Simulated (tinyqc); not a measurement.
Full spectrum, Debye and Einstein heat capacities: Born-von Karman spring model of a cubic crystal with one atom per cell. Computed by tinyqc, a small Python program. Command: `OMP_NUM_THREADS=1 python tinyqc.py 3028618 3028619 out.jsonl springs walk`. One thread of a shared host (Intel(R) Xeon(R) Processor @ 2.30GHz), about 0.1 s of CPU time with the checks.

First neighbours lie at a/2 (1,1,1) (8 of them), second at a (1,0,0) (6), with all permutations and signs; the volume per atom is Omega = a^3/2.

Inputs (values chosen for the exercise, for a model crystal):
```
quantity                 value           unit
lattice constant a        3.64       angstrom
atomic mass M             93.6              u
radial spring k1L          0.4  eV/angstrom^2
transverse spring k1T    0.021  eV/angstrom^2
radial spring k2L         0.34  eV/angstrom^2
transverse spring k2T  -0.0049  eV/angstrom^2
```

Lattice: bcc.

Constants: 1 eV/angstrom^3 = 160.2176634 GPa; u = 1.6605390666e-27 kg; hbar = 1.054571817e-34 J s; k_B = 1.380649e-23 J/K; nu for 1 eV/(angstrom^2 u) = 15.6333042 THz; h x 1 THz = 4.135667696 meV; k_B = 8.617333262e-05 eV/K.

Method:
- [ij,kl] = (1/(2 Omega)) sum_R K_ij R_k R_l; C11 = [xx,xx], C44 = [xx,yy], C12 = 2 [xy,xy] - C44; B = (C11 + 2 C12)/3; Zener ratio A = 2 C44/(C11 - C12). K(R) = kL n n^T + kT (1 - n n^T).
- rho = M/Omega and v = sqrt(C/rho), with C = C11, C44, C44 along [100]; (C11 + C12 + 2 C44)/2, C44, (C11 - C12)/2 along [110]; (C11 + 2 C12 + 4 C44)/3 and twice (C11 - C12 + C44)/3 along [111].
- Christoffel matrix G_xx = C11 n_x^2 + C44 (1 - n_x^2), G_xy = (C12 + C44) n_x n_y, with eigenvalues rho v^2; v_m^-3 is the mean of v^-3 over three branches and all directions (12 Gauss-Legendre points in cos(theta) times 24 angles phi = (j + 1/2) pi/12); q_D = (6 pi^2/Omega)^(1/3); Theta = hbar v_m q_D/k_B.
- A neighbour at R with unit vector n couples by the matrix K(R) = kL n n^T + kT (1 - n n^T), and D(q) = (1/M) sum_R K(R) [1 - cos(q.R)].
- An eigenvalue lambda of D in eV/(angstrom^2 u) gives nu = 15.6333042 THz x sqrt(lambda).
- Mesh: q = sum_i (m_i + 1/2)/n b_i, m_i = 0..n-1, with b = [[0, 1, 1], [1, 0, 1], [1, 1, 0]] in 2 pi/a; sums are averages over the n^3 points (here n = 14), per atom.
- With x = h nu/(k_B T) and n = 1/(exp(x) - 1) for each mode: F = k_B T [x/2 + ln(1 - exp(-x))], U = k_B T x (n + 1/2), S/k_B = x n - ln(1 - exp(-x)), C/k_B = x^2 n (n + 1).
- Debye: C = 9 k_B (T/Theta)^3 int_0^(Theta/T) x^4 e^x/(e^x - 1)^2 dx with the elastic Theta. Einstein: three modes at the root-mean-square frequency. The last column is the Theta that makes the Debye formula give the full C at that T.

elastic Debye temperature = 167.997 K

root-mean-square frequency = 2.1913 THz

Heat capacity (k_B/atom):
```
T (K)  full spectrum   Debye  Einstein  Theta from C (K)
20            0.5916  0.3657    0.4362            138.01
30            1.2793  0.9094    1.1767            136.25
42            1.8715  1.5092    1.8239            135.87
59            2.3346  2.0646    2.3175            135.77
84            2.6420  2.4762    2.6370            135.76
130           2.8426  2.7637    2.8416            135.76
170           2.9065  2.8585    2.9061            135.77
250           2.9562  2.9333    2.9561            135.77
```

What does the comparison show, and why?

The apparent Theta runs from 136 to 138 K against the elastic 168 K; at high T it tends to sqrt(5/3) h nu_rms/k_B = 136 K. At the lowest T the Debye value is 0.62 and the Einstein value 0.74 times the full one; dispersion bends the branches below the sound lines, so the real spectrum has more low modes than Debye assumes. At the highest T Debye misses by 0.77 % and Einstein by 0.0025 %.

Extremes, crossings and ranges named in words are read from the listed rows.
